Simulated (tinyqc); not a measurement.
Inside a calculation. Method: FCI on RHF in the 3-21g basis, for H2, spin multiplicity 1. One step of it, computed by the program tinyqc.

Problem. FCI: roots. Diagonalise (each vector has its largest component positive (the first on a tie)); all determinants have Ms = 0, so triplets appear too. The lowest singlet root is the correlation energy.

Occupation strings over the orbitals (2 doubly, a alpha, b beta, 0 empty; spin orbitals ordered 1a 1b 2a 2b ...): 2000 ab00 a0b0 a00b ba00 b0a0 b00a 0200 0ab0 0a0b 0ba0 0020 00ab 0b0a 00ba 0002

H - E(HF) between determinants (hartree), lower triangle:
```
,2000,ab00,a0b0,a00b,ba00,b0a0,b00a,0200,0ab0,0a0b,0ba0,0020,00ab,0b0a,00ba,0002
2000,0.000000
ab00,0.000000,0.376123
a0b0,0.000000,0.000000,1.150847
a00b,0.000000,0.056288,0.000000,1.360060
ba00,0.000000,-0.112844,0.000000,0.079700,0.376123
b0a0,0.000000,0.000000,-0.096698,0.000000,0.000000,1.150847
b00a,0.000000,0.079700,0.000000,-0.108064,0.056288,0.000000,1.360060
0200,0.112844,0.000000,0.011787,0.000000,0.000000,-0.011787,0.000000,0.837155
0ab0,0.000000,0.011787,0.000000,-0.126340,0.063407,0.000000,0.082308,0.000000,1.545484
0a0b,-0.079700,0.000000,-0.126340,0.000000,0.000000,0.050794,0.000000,0.119005,0.000000,1.741151
0ba0,0.000000,0.063407,0.000000,0.082308,0.011787,0.000000,-0.126340,0.000000,-0.038486,0.000000,1.545484
0020,0.096698,0.000000,-0.007952,0.000000,0.000000,0.007952,0.000000,0.038486,0.000000,-0.041511,0.000000,2.331010
00ab,0.000000,-0.082308,0.000000,0.040100,0.050794,0.000000,-0.127307,0.000000,-0.041511,0.000000,-0.067715,0.000000,2.538569
0b0a,0.079700,0.000000,0.050794,0.000000,0.000000,-0.126340,0.000000,-0.119005,0.000000,-0.083065,0.000000,0.041511,0.000000,1.741151
00ba,0.000000,0.050794,0.000000,-0.127307,-0.082308,0.000000,0.040100,0.000000,-0.067715,0.000000,-0.041511,0.000000,-0.184742,0.000000,2.538569
0002,0.108064,0.000000,0.127307,0.000000,0.000000,-0.127307,0.000000,0.083065,0.000000,0.027393,0.000000,0.184742,0.000000,-0.027393,0.000000,2.782357
```

Give: lowest roots of this matrix, relative to E(HF); lowest vectors; <S^2> of these roots; weight of the ground state by excitation level 0, 1, 2, ....

Solution.

lowest roots of this matrix, relative to E(HF) (hartree): -0.0312  0.2397  0.4782  0.8200  1.0448  1.1822  1.2555  1.2953

lowest vectors:
```
,root 1,root 2,root 3,root 4
2000,0.9864,0.0000,0.0000,0.1471
ab00,0.0000,0.6992,0.7049,0.0000
a0b0,0.0116,0.0000,0.0000,-0.0651
a00b,0.0000,-0.0955,0.0173,0.0000
ba00,0.0000,0.6992,-0.7049,0.0000
b0a0,-0.0116,0.0000,0.0000,0.0651
b00a,0.0000,-0.0955,-0.0173,0.0000
0200,-0.1381,0.0000,0.0000,0.9699
0ab0,0.0000,-0.0444,0.0352,0.0000
0a0b,0.0521,0.0000,0.0000,-0.1154
0ba0,0.0000,-0.0444,-0.0352,0.0000
0020,-0.0336,0.0000,0.0000,-0.0370
00ab,0.0000,0.0042,0.0401,0.0000
0b0a,-0.0521,0.0000,0.0000,0.1154
00ba,0.0000,0.0042,-0.0401,0.0000
0002,-0.0337,0.0000,0.0000,-0.0340
```

<S^2> of these roots: 0.0000  2.0000  0.0000  0.0000  2.0000  0.0000  2.0000  0.0000

weight of the ground state by excitation level 0, 1, 2, ...: 0.9730  0.0003  0.0267
